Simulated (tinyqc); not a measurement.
Small-signal admittance of a forward-biased p+-n diode: one step of the calculation.

Holes injected into a neutral base of width wb with an ohmic contact at its end; low injection, p0 far above the equilibrium density. A small voltage v exp(i w t), w = 2 pi f, modulates the edge density by p0 v/Vt, and the small-signal density obeys Dp d2p/dx2 = (1/tau + i w) p.

Task. Closed-form admittance. L = sqrt(Dp tau); direct current J = (q Dp p0/L) coth(wb/L); k = sqrt(1 + i w tau)/L; diffusion admittance Y = (q Dp p0/Vt) k coth(k wb) = G + i w C_diff; junction capacitance C_j = sqrt(q eps0 eps_r Nd/(2 Vr)) in the depletion approximation, with the remaining barrier Vr = Vt ln(Na/p0), a rough value under forward bias; base-width modulation is left out.

Parameters, values chosen for the exercise; permittivity close to that of silicon:
- T = 350 K (temperature)
- eps_r = 11.7 (relative permittivity)
- Nd = 6.3e15 cm^-3 (donor density of the base)
- Dp = 11 cm^2/s (hole diffusion coefficient)
- tau = 4e-8 s (hole lifetime)
- wb = 27 um (width of the neutral base)
- p0 = 3.8e13 cm^-3 (excess hole density at the junction edge)
- Na = 3e18 cm^-3 (acceptor density of the p+ side)
- f = 2.1e6 Hz (signal frequency)

Constants: q = 1.602176634e-19 C, kB = 1.380649e-23 J/K, Vt = kB T/q, eps0 = 8.8541878128e-14 F/cm where lengths are in cm. Results are converted to the units shown.

Give: L; J; k wb; Y; C_diff; C_j.

Result.

L = 6.6332 um
J = 0.10102 A/cm^2
k wb = 4.2013+1.0407i
Y = 3.4547+0.8543i S/cm^2
C_diff = 0.064747 uF/cm^2
C_j = 0.039208 uF/cm^2

G is 1.03 times its low-frequency value J/Vt, and C_diff is 1.65 times C_j.

tinyqc, about 0.01 s, one thread, Intel Xeon 2.30GHz (shared host): `OMP_NUM_THREADS=1 python tinyqc.py 2890133 2890134 out.jsonl`
